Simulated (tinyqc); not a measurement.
Worked calculation: finite-size error of a charged defect in a periodic cell: Madelung and Makov-Payne terms. Computed by tinyqc, a small Python program that keeps every step. Command: `OMP_NUM_THREADS=1 python tinyqc.py 3016738 3016739 out.jsonl imagecharge walk`. One thread of a shared host (Intel(R) Xeon(R) Processor @ 2.30GHz), about 0.05 s of CPU time with the checks. Intermediate numbers are printed to about 6 digits and carried at full precision; extremes and crossings named in words are read from the listed rows.

L is the cube root of the cell volume. The defect charge is a Gaussian, rho(r) = q (2 pi sigma^2)^(-3/2) exp(-r^2/2 sigma^2), repeated periodically in a uniform neutralising background and screened by a continuum. The model cell energy is E(L) = E_0 + [periodic - isolated electrostatic energy].

Inputs (values chosen for the exercise, with screening close to that of GaAs):
```
quantity                                     value      unit
charge q                                        -1         e
cell length L                                 19.8  angstrom
dielectric constant eps                       12.9         -
width sigma of the defect charge               1.5  angstrom
formation energy of the isolated defect E_0  3.216        eV
```

Supercell lattice: fcc. Screening: isotropic.

scatter added to the six cells, standing for numerical noise (meV): -13  -5.2  -8.3  -2.6  11  8.8

Constants: e^2/(4 pi eps_0) = 14.39964548 eV angstrom.

## The cell

Cell vectors: (0,1,1), (1,0,1), (1,1,0), scaled to volume L^3.

cell vectors (rows) (angstrom):
```
         1        2        3
1   0.0000  15.7153  15.7153
2  15.7153   0.0000  15.7153
3  15.7153  15.7153   0.0000
```

nearest image = 22.2247 angstrom

## Madelung energy

Ewald sum for a unit point charge: scale each Cartesian component of the cell by 1/sqrt(eps_i), giving R', G' and V'; E = [ (1/2) sum erfc(eta R')/R' + (2 pi/V') sum exp(-G'^2/4 eta^2)/G'^2 - eta/sqrt(pi) - pi/(2 V' eta^2) ] e^2/(4 pi eps_0) / sqrt(eps_x eps_y eps_z), over n_i = -6..6, omitting n = (0,0,0), eta = 2/V'^(1/3). alpha = -2 E eps_g L/(e^2/(4 pi eps_0)), eps_g = (eps_x eps_y eps_z)^(1/3).

terms for a unit charge (eV): real space 0.0004526, reciprocal 0.0038848, self -0.0636139, background -0.0221389

Madelung constant alpha = 2.88828

point-charge correction -q^2 E = 0.0814154 eV

## Energy of the smeared charge in the cell

Periodic energy of the Gaussian: (2 pi q^2/V) sum_(G != 0) exp(-sigma^2 G^2)/(G.eps.G) x e^2/(4 pi eps_0), n_i = -k..k with k = max(9, L/sigma rounded up). Isolated energy: q^2/(2 sqrt(pi) sigma) <1/(n.eps.n)> e^2/(4 pi eps_0), the mean over directions n, here 1/eps.

periodic energy = 0.130543 eV

isolated energy = 0.209926 eV

finite-size error = -0.0793824 eV

E(L) = 3.13662 eV

## Makov-Payne correction

Second radial moment Q = q <r^2> = 3 q sigma^2; E(corrected) = E(L) + q^2 alpha e^2/(4 pi eps_0)/(2 eps L) - 2 pi q Q e^2/(4 pi eps_0)/(3 eps L^3). Errors left are the corrected energies less E_0.

Q = -6.75 e angstrom^2

third-order term = -0.00203296 eV

error left after the first term = 0.00203296 eV

error left after both terms = 0 eV

third-order over first-order term, in size = 0.0249702

The point-charge term alone overcorrects by 0.00203 eV, 2 % of itself; both terms together are exact to 1e-7 eV, since the clouds do not overlap.

## A series of cells

Cells of the same shape with L scaled by 0.7, 0.85, 1, 1.25, 1.5 and 2; the scatter is added to E(L). The point-charge correction scales as 1/L from its value at the input L.

Scaling data:
```
L (angstrom)  1/L (1/angstrom)  E(L) (eV)  E(L) + point-charge correction (eV)
13.86                0.0721501    3.09262                              3.20893
16.83                0.0594177    3.11833                              3.21411
19.80                0.0505051    3.12832                              3.20973
24.75                0.0404040    3.14931                              3.21444
29.70                0.0336700    3.17333                              3.22760
39.60                0.0252525    3.18435                              3.22505
```

## Ways to reach the isolated limit

Least-squares fits of E(L) to a + b/L, a + c/L^3 or a + b/L + c/L^3; the estimate is a, and errors are against E_0.

Estimates of E_0:
```
way                              estimate (eV)  error (meV)
largest cell, uncorrected              3.18435      -31.654
largest cell, point-charge term        3.22505        9.054
1/L fit, three smallest                3.21472       -1.279
1/L fit, all six                       3.23437       18.367
1/L^3 fit, all six                     3.17458      -41.417
1/L and 1/L^3, three smallest          3.10974     -106.257
1/L and 1/L^3, all six                 3.24652       30.519
corrected data, 1/L^3 fit              3.22258        6.579
```

coefficient b of the full fit = -2.41611 eV angstrom

Best here: 1/L fit, three smallest (-1.3 meV); worst: 1/L and 1/L^3, three smallest (-106 meV). The fitted b is 149.9 % of the Madelung value -q^2 alpha e^2/(8 pi eps_0 eps_g). The three-term fit to three small cells has no spare point and magnifies the scatter.

Checks made by the program: the same sum with another eta (relative difference below 1e-10); both terms against the exact model when the clouds do not overlap (relative difference below 1e-10).
